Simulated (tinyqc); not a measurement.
# Input admittance of a MOSFET at zero drain bias: distributed channel and distributed gate: effect of the gate overdrive

Source and drain grounded, strong inversion, w = 2 pi f, Cox = eps0 eox/tox. The channel is an RC line of resistance 1/(mu Cox Vo) per square fed from both ends, so one finger has the intrinsic admittance y = i w Cox L tanh(g)/g per width, g = (1/2) sqrt(i w tau), tau = L^2/(mu Vo). The vertical resistance rv/L is in series with y, the overlaps 2 i w Cov in parallel: y_t = 1/(1/y + rv/L) + 2 i w Cov. The gate strip is a line of Rsh/L per length loaded by y_t, so a finger has Y = y_t Wf tanh(k)/k, k = (Wf/sd) sqrt(y_t Rsh/L); the device has Nf Y.

Low-frequency limits, with c = Cox L and ct = c + 2 Cov: R_strip = Rsh Wf/(3 sd^2 L Nf), R_ch = (c/ct)^2 L/(12 mu Cox Vo Wf Nf), R_vert = (c/ct)^2 rv/(L Wf Nf), C = ct Wf Nf. Z = 1/(Nf Y) = R + 1/(i w C), Q = |Im Z|/R, far-point signal |1/cosh k|.

Inputs (values chosen for the exercise); values of the order met in silicon radio-frequency transistors: relative permittivity of the gate insulator (close to zirconium oxide) eox = 24.6; insulator thickness tox = 5.7 nm; channel length L = 0.34 um; finger width Wf = 19 um; number of fingers Nf = 16; channel mobility mu = 120 cm^2/(V s); sheet resistance of the gate Rsh = 3.6 ohm/square; vertical resistivity of the gate stack rv = 7.9 ohm um^2; number of ends at which a finger is contacted sd = 1; overlap and fringe capacitance on each side Cov = 0.2 fF/um; frequency f = 1.9 GHz.

Constants: eps0 = 8.8541878128e-14 F/cm where lengths are in cm. Results are converted to the units shown.

Effect of the gate overdrive:
```
Vo (V),w tau,|k|,R (ohm),low-frequency R (ohm),C (fF),Q,signal at the far point
0.2,0.5750,0.7810,5.201,5.220,4036,3.990,0.9565
0.35,0.3286,0.7815,4.795,4.810,4037,4.327,0.9619
0.5,0.2300,0.7816,4.632,4.646,4038,4.479,0.9641
0.65,0.1769,0.7817,4.545,4.557,4038,4.565,0.9652
0.8,0.1438,0.7817,4.490,4.502,4038,4.621,0.9660
0.95,0.1211,0.7817,4.452,4.464,4038,4.659,0.9665
1.1,0.1045,0.7817,4.425,4.437,4038,4.688,0.9669
1.25,0.09200,0.7817,4.404,4.416,4038,4.710,0.9672
```

As Vo goes from 0.2 to 1.25, R falls from 5.20 to 4.40 ohm, C stays near 4040 fF and Q rises from 3.99 to 4.71. Only the channel term depends on Vo.

Computed by the program tinyqc: `OMP_NUM_THREADS=1 python tinyqc.py 2262196 2262197 out.jsonl`, one thread of a shared Intel Xeon 2.30GHz, about 0.01 s for the whole run.
